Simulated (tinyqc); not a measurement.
Schottky barrier with interface states (Cowley-Sze model), image lowering and contact resistance: one step, computed by the program tinyqc.

An n-type semiconductor under a metal. The barrier lies between the Schottky-Mott limit phi_M - chi and the Bardeen limit E_g - E_n, E_n being the neutrality level of the interface states; the space-charge term of the full Cowley-Sze expression is left out.

Problem. Depletion layer and image lowering under reverse bias. N_c = 2 M_c (2 pi m_e k_B T/h^2)^(3/2); xi = E_c - E_F solves N = N_c F_1/2(-xi/k_B T) (bisection; full ionisation). F_1/2(eta) = (2/sqrt(pi)) int_0^infinity sqrt(x)/(1 + exp(x - eta)) dx, by the trapezoid rule in t = sqrt(x) with step 0.02 up to t = 12 (for eta < -12 by exp(eta) - exp(2 eta)/2^(3/2)). V_bi = phi_B - xi; W = sqrt(2 eps_s eps_0 (V_bi + V_r - k_B T/e)/(e N)); field at the metal E_m = e N W/(eps_s eps_0); image lowering sqrt(e E_m/(4 pi eps_s eps_0)).

Inputs (values chosen for the exercise, with gap, mass and screening modelled on ZnSe):
```
quantity                     value   unit
dielectric constant eps_s     9.08      -
electron mass m_e            0.156    m_0
valleys M_c                      1      -
donor density N            2.5e+17  cm^-3
temperature T                  200      K
reverse bias V_r               2.8      V
```

Pinning factor from: Moench relation.

barrier phi_B = 1.650791 eV

Constants: k_B = 8.617333262e-05 eV/K; m_0 = 9.1093837015e-31 kg; k_B = 1.380649e-23 J/K; h = 6.62607015e-34 J s; eps_0 = 8.8541878128e-12 F/m; e = 1.602176634e-19 C.

Give: N_c; xi; built-in voltage V_bi; depletion width W; field E_m; image lowering.

Solution.

N_c = 8.416e+17 cm^-3

xi = 0.01912 eV

built-in voltage V_bi = 1.632 V

depletion width W = 133.1 nm

field E_m = 6.632e+05 V/cm

image lowering = 0.1026 eV

Caution: E_00 = (e hbar/2) sqrt(N/(m_e eps_s eps_0)) is above 0.3 k_B T, so tunnelling through the barrier adds to the thermionic currents, most of all under reverse bias.
